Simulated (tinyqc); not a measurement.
## Joule-heated wire on a substrate, fin equation: effect of the conductivity along the wire

A wire of length L loses heat along itself to two contacts and sideways to the substrate: kap A theta'' - g theta + p = 0 with theta = T - T0 and p(x) = p0 exp(-((x/L - x0)/sg)^2/2). Each end passes the heat flow theta/Rc to its contact. Constant conductivity, diffusive heat flow.

The equation is solved on 800 equal steps and the peak is the largest node value. LH = sqrt(kap A/g); the share is the integral of g theta over that of p.

Inputs (values chosen for the exercise):
- A = 730 nm^2 (cross-section)
- g = 0.27 W/(m K) (conductance per length to the substrate)
- L = 4000 nm (length between the contacts)
- Rc = 6.4 K/uW (thermal resistance of each contact)
- p0 = 0.0063 uW/nm (peak heating per length)
- x0 = 0.7 (place of the hot spot as a share of L)
- sg = 0.13 (width of the hot spot as a share of L)

Effect of the conductivity along the wire:
```
kap (W/(m K)),LH (nm),L/LH,peak theta (K),peak/(p0/g),share to the substrate (%)
18,220.6,18.13,20.42,0.8750,97.54
39,324.7,12.32,18.42,0.7894,95.55
84,476.6,8.393,15.87,0.6803,92.52
180,697.6,5.734,13.17,0.5646,88.71
390,1027,3.895,10.74,0.4601,84.80
840,1507,2.654,8.880,0.3806,81.71
1800,2206,1.813,7.599,0.3257,79.74
```

What does the table show?

As kap goes from 18 to 1800 W/(m K), the peak theta falls from 20.4 to 7.60 K and the share of heat to the substrate falls from 97.5 to 79.7 %; L/LH goes from 18 to 1.8. Where L/LH is smallest the peak reaches 0.33 of p0/g, where it is largest 0.88.

Computed by the program tinyqc: `OMP_NUM_THREADS=1 python tinyqc.py 2520049 2520050 out.jsonl`, one thread of a shared Intel Xeon 2.30GHz, about 0.01 s for the whole run.
